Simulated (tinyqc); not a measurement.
Which single mass stands for the valley: donor in an ellipsoidal valley (Kohn-Luttinger variational method). Computed by tinyqc, a small Python program. Command: `OMP_NUM_THREADS=1 python tinyqc.py 3000299 3000300 out.jsonl kohnlutt walk`. One thread of a shared host (Intel(R) Xeon(R) Processor @ 2.30GHz), about 0.03 s of CPU time with the checks.

H = -(d^2/dx^2 + d^2/dy^2) - gamma d^2/dz^2 - 2/r in units built on m_t, with gamma = m_t/m_l and z along the valley axis. One valley; no valley-orbit or central-cell term.

Inputs (values chosen for the exercise, for a model semiconductor): transverse mass m_t = 0.114 m_0; longitudinal mass m_l = 0.763 m_0; dielectric constant eps = 15.8.

Constants: Ry = 13.605693123 eV; a_0 = 0.529177210903 angstrom.

Method:
- Ry* = Ry m_t/eps^2, a* = a_0 eps/m_t, gamma = m_t/m_l.
- Trial function exp(-sqrt((x^2 + y^2)/a^2 + z^2/b^2)) with beta = b/a < 1: E = t/a^2 - u/a, t = (2 + gamma/beta^2)/3, u = 2 arcsin(sqrt(1 - beta^2))/sqrt(1 - beta^2); the best a is 2 t/u and E(beta) = -u^2/(4 t).
- Golden-section search on beta from 0.05 to 0.999, 60 steps.
- Gaussian basis: g = P exp(-al (x^2 + y^2) - be z^2) with P = 1 (s-like), z (2p0) or x (2p+-); al = 0.004 x 2.6^k, k = 0..11, and be/al = 1, gamma^(-1/2) or 1/gamma (36 functions); 1/r = (2/sqrt(pi)) int exp(-t^2 r^2) dt by 48 Gauss-Legendre points after t = sqrt(al_i + al_j) tan(theta); overlap eigenvalues below 1e-10 are dropped.
- A hydrogenic level is Ry m/eps^2 for one mass m; errors are against the Gaussian basis.

gamma = 0.149410

1s binding energy, Gaussian basis = 10.5164 meV

1s binding energy, trial function = 10.4948 meV

1s binding energy:
```
rule,mass (m_0),binding (meV),error (%)
transverse mass,0.11400,6.213,-40.92
conductivity mass 3/(2/m_t + 1/m_l),0.15911,8.672,-17.54
density-of-states mass (m_t^2 m_l)^(1/3),0.21484,11.709,11.34
longitudinal mass,0.76300,41.584,295.42
trial function with a and b,-,10.495,-0.21
mass that fits 1s,0.19296,10.516,0.00
```

What follows from these numbers?

The conductivity mass, which is what a spherical trial function (a = b) gives, falls short by 17.5 %, as a restricted variational bound must; the density-of-states mass is off by +11.3 %. The mass that fits lies between the two.

Extremes, crossings and ranges named in words are read from the listed rows.
